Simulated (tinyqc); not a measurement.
# Worked calculation: double-gate transistor below threshold, two-dimensional Poisson equation on a small mesh

tinyqc, about 0.09 s, one thread, Intel Xeon 2.30GHz (shared host): `OMP_NUM_THREADS=1 python tinyqc.py 2480054 2480055 out.jsonl` Printed values are rounded.

Half of a symmetric double-gate structure: row 0 is the mid-plane of the body, where the normal field vanishes. Mobile charge is neglected (subthreshold), the body is fully depleted, and potentials are counted from the intrinsic level; rows run upward to the gate, columns from source to drain.

Inputs (values chosen for the exercise); semiconductor permittivity close to that of germanium:
```
symbol  value   unit                                     meaning
T         300      K                                 temperature
eps_r    16.3         relative permittivity of the semiconductor
eox       3.9             relative permittivity of the insulator
tb          8     nm                     half the body thickness
tox         1     nm                         insulator thickness
L          48     nm                              channel length
Na          0  cm^-3       acceptor density of the depleted body
Vbi      0.56      V                     potential of the source
Vfb      0.03      V                                 gate offset
Vg        0.1      V                                gate voltage
Vd       0.05      V                               drain voltage
```

Constants: q = 1.602176634e-19 C, kB = 1.380649e-23 J/K, Vt = kB T/q, eps0 = 8.8541878128e-14 F/cm where lengths are in cm. Results are converted to the units shown.

## Coefficients of the five-point equations

Mesh: rows i = 0..2 in the semiconductor (step hs = tb/2, row 2 on the interface), then 1 step(s) ho = tox/1 up to the gate row 3; columns j = 0..4 (step hy = L/4). Box integration, divided by eps0: up_i = eps hy/h of the interval above row i, dn_i = that of the interval below (0 for row 0), lat_i = (sum of eps h/2 over the intervals above and below)/hy, s_i = -q Na w_i hy/eps0 with w_i the semiconductor height of the box (hs/2 for row 0 and the interface row, hs between, 0 in the insulator). Each free node obeys (up + dn + 2 lat) psi = up psi(above) + dn psi(below) + lat [psi(left) + psi(right)] + s.

```
row	up	dn	lat	s (V)
0	48.9	0	2.716667	0
1	48.9	48.9	5.433333	0
2	46.8	48.9	2.879167	0
```

## Iteration 1: over-relaxation sweep (omega = 1.2)

psi at the start (fixed values on the edges, free nodes at zero) (V):
```
	j=0	j=1	j=2	j=3	j=4
row 0	0.5600000	0.0000000	0.0000000	0.0000000	0.6100000
row 1	0.5600000	0.0000000	0.0000000	0.0000000	0.6100000
row 2	0.5600000	0.0000000	0.0000000	0.0000000	0.6100000
row 3	0.0700000	0.0700000	0.0700000	0.0700000	0.0700000
```

Free nodes: rows 0..2, columns 1..3, taken row by row from row 0, left to right. t = (up psi(above) + dn psi(below) + lat [psi(left) + psi(right)] + s)/(up + dn + 2 lat), with the newest neighbours; psi(new) = psi + 1.2 (t - psi).

psi after iteration 1 (V):
```
	j=0	j=1	j=2	j=3	j=4
row 0	0.5600000	0.0336000	0.0020160	0.0367210	0.6100000
row 1	0.5600000	0.0517440	0.0041933	0.0566809	0.6100000
row 2	0.5600000	0.0877438	0.0441602	0.0938056	0.6100000
row 3	0.0700000	0.0700000	0.0700000	0.0700000	0.0700000
```

## Iteration 2: over-relaxation sweep (omega = 1.2)

As before.

psi after iteration 2 (V):
```
	j=0	j=1	j=2	j=3	j=4
row 0	0.5600000	0.0828845	0.0113019	0.0911493	0.6100000
row 1	0.5600000	0.1156421	0.0394502	0.1275065	0.6100000
row 2	0.5600000	0.1086553	0.0596260	0.1165342	0.6100000
row 3	0.0700000	0.0700000	0.0700000	0.0700000	0.0700000
```

## Course of the iteration: over-relaxation sweep (omega = 1.2)

Stop when the largest change of psi is below 1e-7 V, or after 400 iterations. Fixed values: gate row Vg - Vfb; column 0 at Vbi and the last column at Vbi + Vd in the semiconductor, each running linearly to Vg - Vfb across the insulator.

Course of the iteration:
```
iteration	psi at row 0, j = 2 (V)	largest |change| of one entry (V)
1	0.002016	0.0938
2	0.01130187	0.0708
3	0.05437050	0.0682
4	0.08465817	0.0303
5	0.1050945	0.0204
6	0.1175909	0.0125
7	0.1249687	7.38e-3
8	0.1292818	4.31e-3
9	0.1317913	2.51e-3
...	...	...
20	0.1352727	6.48e-6
21	0.1352765	3.77e-6
22	0.1352787	2.19e-6
23	0.1352800	1.28e-6
24	0.1352807	7.43e-7
25	0.1352811	4.32e-7
26	0.1352814	2.51e-7
27	0.1352815	1.46e-7
28	0.1352816	8.51e-8
```

Converged in 28 iterations. At the end each change is about 0.58 times the one before: linear convergence.

## Barrier, swing and barrier lowering

converged psi (V):
```
	j=0	j=1	j=2	j=3	j=4
row 0	0.5600000	0.2083919	0.1352817	0.2210400	0.6100000
row 1	0.5600000	0.1929198	0.1264557	0.2041955	0.6100000
row 2	0.5600000	0.1440459	0.1016070	0.1508993	0.6100000
row 3	0.0700000	0.0700000	0.0700000	0.0700000	0.0700000
```

d psi/dVg on row 0: j=0 0.0000000, j=1 0.7189981, j=2 0.8732393, j=3 0.7189981, j=4 0.0000000
d psi/dVd on row 0: j=0 0.000000, j=1 0.014019, j=2 0.063380, j=3 0.266983, j=4 1.000000

The barrier is read along row 0, the path farthest from the gate. Take the node j of lowest psi: barrier Vbi - psi_j; swing Vt ln 10/(d psi_j/dVg); DIBL = (d psi_j/dVd)/(d psi_j/dVg). The derivatives solve the same equations with s = 0 and a unit change of that voltage.

j = 2
barrier = 0.4247183 V
swing = 68.16737 mV/decade
DIBL = 72.58071 mV/V

A mesh of 12, 8 and 80 steps (semiconductor, insulator, channel) gives a barrier of 0.440 V, a swing of 66.0 mV a decade and a DIBL of 51.3 mV/V; the small mesh puts the barrier 3.5 % below that.
